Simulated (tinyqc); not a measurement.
Kronig-Penney superlattice by transfer matrices: one step. Layer matrices at one energy.

Wells (width a, potential 0, mass mw) alternate with barriers (width b, height V0, mass mb); period d = a + b; c = hbar^2/2m0. The vector (psi, psi'/m) is continuous, and a layer of thickness t carries it by M = [[cos kt, (m/k) sin kt], [-(k/m) sin kt, cos kt]] with k = sqrt(m (E - V)/c); for E < V, k = i kappa gives [[cosh, (m/kappa) sinh], [(kappa/m) sinh, cosh]] of kappa t. A Bloch state obeys cos(q d) = tr(Mb Mw)/2.

Constants: hbar^2/2m0 = 3.80998211 eV angstrom^2.

Values chosen for the exercise (near those of a GaAs superlattice with barriers of AlGaAs; the results hold for these values, not for the real material):
- a = 60 angstrom (well width)
- b = 45 angstrom (barrier width)
- V0 = 0.194 eV (barrier height)
- mw = 0.0674 m0 (mass in the wells)
- mb = 0.0869 m0 (mass in the barriers)
- E = 0.1918 eV (trial energy)

Task: Form the matrix of the well and of the barrier at E.

Give: k in the well; kappa in the barrier; Mw (angstrom units); Mb (angstrom units).

Result:

k in the well = 0.05825 1/angstrom
kappa in the barrier = 0.00708 1/angstrom

Mw (angstrom units):
```
          1         2
1  -0.93821  -0.40044
2   0.29909  -0.93821
```

Mb (angstrom units):
```
          1       2
1    1.0512  3.9771
2  0.026427  1.0512
```

Computed by tinyqc, a small Python program: `OMP_NUM_THREADS=1 python tinyqc.py 1281034 1281035 out.jsonl` (the numbers bound the seed that draws the inputs); one thread of a shared host (Intel(R) Xeon(R) Processor @ 2.30GHz), about 0.09 s for the whole set of steps.
